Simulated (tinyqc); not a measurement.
Worked calculation: three-phonon processes in a diatomic chain: dispersion, energy and momentum conservation, and decay channels of optical phonons. Computed by tinyqc, a small Python program that keeps every step. Command: `OMP_NUM_THREADS=1 python tinyqc.py 3121567 3121568 out.jsonl threeph walk`. One thread of a shared host (Intel(R) Xeon(R) Processor @ 2.30GHz), about 0.04 s of CPU time with the checks. Intermediate numbers are printed to about 6 digits and carried at full precision; extremes and crossings named in words are read from the listed rows.

Cell length a, two atoms, one spring constant. x = q a/pi runs from -1 to 1; A and O are the acoustic and optical branches. Matrix elements are not computed: only conservation laws and occupation factors are followed.

Inputs (values chosen for the exercise, for a model chain):

| quantity | value | unit |
|---|---|---|
| light mass m | 10.8 | u |
| heavy mass M | 37.7 | u |
| spring constant k | 13 | eV/angstrom^2 |
| temperature T | 300 | K |
| wave number of the decaying phonon q a/pi | 0.2 | - |

Constants: nu for 1 eV/(angstrom^2 u) = 15.6333042 THz; h x 1 THz = 4.135667696 meV; k_B = 8.617333262e-05 eV/K.

## Band edges

omega^2 = k (1/m + 1/M) -/+ k sqrt((1/m + 1/M)^2 - 4 sin^2(pi x/2)/(m M)); nu = 15.6333042 THz x sqrt(omega^2) for eV/(angstrom^2 u). Acoustic top sqrt(2 k/M), optical bottom sqrt(2 k/m), optical top sqrt(2 k (1/m + 1/M)).

acoustic top = 12.9828 THz

optical bottom = 24.2564 THz

optical top = 27.5122 THz

optical top over twice the acoustic top = 1.05957

optical bottom over twice the acoustic top = 0.934176

optical width over acoustic top = 0.250784

The zone-centre optical phonon lies above twice the acoustic top (M/m > 3), so its decay into two acoustic phonons is forbidden.

## Dispersion

The formulas are those given above.

Branches:

| x | nu_A (THz) | nu_O (THz) |
|---|---|---|
| 0.10 | 1.7944 | 27.4536 |
| 0.20 | 3.5672 | 27.2800 |
| 0.35 | 6.1352 | 26.8194 |
| 0.50 | 8.5113 | 26.1626 |
| 0.65 | 10.5711 | 25.4003 |
| 0.80 | 12.1281 | 24.6948 |
| 0.90 | 12.7612 | 24.3736 |
| 1.00 | 12.9828 | 24.2564 |

## All channels at the given wave number

Processes for O(x): decay O -> A + A and O -> O + A with x = x' + x'' (mod 2), and absorption O + A -> O with x + x' = x'' (mod 2). Roots of the energy mismatch in x' are bracketed on 4001 points from -1 to 1 and refined. A process is umklapp (U) if the sum of wave numbers leaves (-1, 1]. Weight = occupation factor/|d mismatch/dx'|, the factor being 1 + n' + n'' for decay and n' - n'' for absorption. Pairs that differ only by exchanging two acoustic products count once, and the trivial root x' = 0 is left out.

nu_O(x) = 27.2800 THz

Channels:

| process | x' | x'' | nu' (THz) | nu'' (THz) | type | weight (1/THz) |
|---|---|---|---|---|---|---|
| none | - | - | - | - | - | - |

No three-phonon channel is open for this phonon in the chain; four-phonon processes, or other branches in three dimensions, would set its lifetime.

## Phase space against the mass ratio

Total weight summed over channels and averaged over x = 0.05, 0.15, ..., 0.95, with m and k fixed; share of those x with an open channel.

Optical phonons:

| M/m | weight, A + A (1/THz) | weight, with O (1/THz) | share open |
|---|---|---|---|
| 1.1 | 0.053803 | 0 | 1.0 |
| 1.5 | 0.125826 | 0 | 1.0 |
| 2.0 | 0.075505 | 0 | 0.8 |
| 2.5 | 0.043909 | 0 | 0.5 |
| 2.9 | 0.034036 | 0 | 0.2 |
| 3.3 | 0.000000 | 0 | 0.0 |
| 3.7 | 0.000000 | 0 | 0.0 |
| 4.2 | 0.000000 | 0 | 0.0 |
| 6.0 | 0.000000 | 0 | 0.0 |

The A + A channel closes between M/m = 2.9 and 3.3 on this grid: energy conservation alone would allow it up to M/m = 4, where the optical bottom passes twice the acoustic top, but momentum must be conserved too. No channel with a second optical phonon opens at any ratio. A large gap that shuts such channels is one reason why crystals with very unequal masses can conduct heat well.

Checks made by the program: band edges against the dispersion (relative difference below 1e-10).
